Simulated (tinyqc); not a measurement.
# Trap density from one capacitance

Inverse problem. Traps spread evenly through the insulator exchange electrons with the semiconductor by tunnelling, with tau(x) = t0 exp(2 ka x) at depth x from the interface. The admittance per area Y seen at depth x obeys dY/dx = -Y^2/(i w eps0 eox) + q Nb ln(1 + i w tau)/tau, with Y(0) = i w Cs and w = 2 pi f; the gate sees Y(tox) = G + i w C. Working variable y = Y/(i w), in uF/cm^2. Cox = eps0 eox/tox. Find Nb and G/w.

Values chosen for this exercise:
- eox = 22.7 (relative permittivity of the insulator)
- tox = 3.7 nm (insulator thickness)
- Cs = 7.1 uF/cm^2 (semiconductor capacitance in accumulation)
- ka = 5.4 1/nm (decay constant of the wave function in the insulator)
- t0 = 8e-10 s (time constant of a trap at the interface)
- f = 1e5 Hz (frequency)

Constants: q = 1.602176634e-19 C, eps0 = 8.8541878128e-14 F/cm where lengths are in cm. Results are converted to the units shown.

C = 3.0904342 uF/cm^2

Solution. C rises steadily with Nb, so one density matches; in practice ka and t0 must come from the frequency dependence.

Nb = 4.10e18 cm^-3 eV^-1
G/w = 0.00293 uF/cm^2

tinyqc, about 0.3 s, one thread, Intel Xeon 2.30GHz (shared host): `OMP_NUM_THREADS=1 python tinyqc.py 2202208 2202209 out.jsonl`
